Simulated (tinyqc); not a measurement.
Band-to-band tunnelling across a p-n junction in a two-band chain, step by step. Values are carried at full precision from step to step, so a last printed digit may differ when a step is redone from the rounded ones.

Sites alternate A at -Eg/2 and C at +Eg/2 with hopping -t; near the edges, with k counted from the zone boundary pi/a, E^2 = (Eg/2)^2 + (t a k)^2, so t = sqrt(c Eg/m)/a gives the mass m, c = hbar^2/2m0. In the gap cosh(q a) = 1 + (Eg^2/4 - e^2)/(2 t^2), e the energy from the local mid-gap. The potential is V0 = Eg + ov on the p side (left), 0 on the n side, and falls linearly over the 2N sites of the junction, V_j = V0 (1 - j/(2N + 1)), j = 1 to 2N, site 1 being A. E = Eg/2 + x ov. A half chain that ends on a site of level e1 with neighbour e2 has g = (1 + z)/(E - e1), z = exp(-/+ i k a) the root with Im g < 0, cos(k a) = (E - e1)(E - e2)/(2 t^2) - 1. S_L = t^2 g (ending on C, shifted by V0), S_R = t^2 g (starting on A). T = 4 Im(S_L) Im(S_R) |G_(1,2N)|^2.

Constants: hbar^2/2m0 = 3.80998211 eV angstrom^2.

Inputs chosen for the exercise (gap and mass near those of InGaAs; the results hold for these values, not for the real material): Eg = 0.72 eV (gap); m = 0.0453 m0 (mass of electron and light hole); a = 4 angstrom (period (two sites)); ov = 0.16 eV (overlap: top of the valence band on the p side above the conduction edge on the n side); N = 5 (periods in the small junction); x = 0.6 (energy above the n-side conduction edge, as a share of ov).

## Hopping, field and tunnelling length

Form t, V0, E, the field F = V0/((2N + 1) a/2) (1 V/angstrom = 100 MV/cm) and the length Eg/F over which E lies in the gap.

t = 1.9454 eV
V0 = 0.8800 eV
E = 0.4560 eV
F = 4.000 MV/cm
tunnelling length = 18.00 angstrom

So short a junction keeps the matrix small; its field is of the size of the 1 to 3 MV/cm of tunnel diodes.

## Self-energies of the two sides

Form cos(k a) and S for each side.

cos(k a): left -0.993371, right -0.989651

S_L, S_R (eV): -0.03200-0.55492i  0.04800-0.66555i

## Recursive Green function

g_1 = 1/(E - e_1 - S_L); g_j = 1/(E - e_j - t^2 g_(j-1)), with S_R also subtracted at the last site; G_1j = G_1(j-1) (-t) g_j, G_11 = g_1; e_j is the site level plus V_j. The self-energies stand in the order S_L, S_R.

Sweep:
```
j   e_j (eV)       g_j (1/eV)      G_1j (1/eV)
1     0.4400   0.1547-1.7887i   0.1547-1.7887i
2     1.0800  -0.0256-0.1431i   0.5058-0.0459i
3     0.2800   0.7414-1.4725i  -0.5981+1.5152i
4     0.9200  -0.0783-0.1335i  -0.4846+0.0756i
5     0.1200   0.9653-0.7710i   0.7966-0.8688i
6     0.7600  -0.1637-0.1207i   0.4577-0.0896i
7    -0.0400   0.7677-0.3144i  -0.6288+0.4138i
8     0.6000  -0.2846-0.1110i  -0.4375+0.0932i
9    -0.2000   0.5450-0.1322i   0.4399-0.2113i
10    0.4400  -0.3645-0.2029i   0.3954+0.0237i
```

T = 0.2317

## WKB for the same field

T = exp(-2 I/F), I = integral of q de across the gap. Continuum: q = sqrt(Eg^2/4 - e^2)/(t a), I = pi Eg^2/(8 t a). Lattice: q from the cosh formula, 12 Gauss-Legendre points in u with e = (Eg/2) sin(u), u from -pi/2 to pi/2. F in V/angstrom is the value in MV/cm over 100.

I (eV/angstrom): continuum 0.026161, lattice 0.026133

T by WKB: continuum 0.2704, lattice 0.2707

The chain gives 0.2317, 0.856 times the lattice WKB value; the exponent is only 1.31, and reflections at the two kinks of the potential count.

## Checks

- G_(1,2N) from the sweep against inversion of the whole matrix (size): both 0.39606.

Computed by tinyqc, a small Python program: `OMP_NUM_THREADS=1 python tinyqc.py 1481156 1481157 out.jsonl` (the numbers bound the seed that draws the inputs); one thread of a shared host (Intel(R) Xeon(R) Processor @ 2.30GHz), about 0.01 s for the whole set of steps.
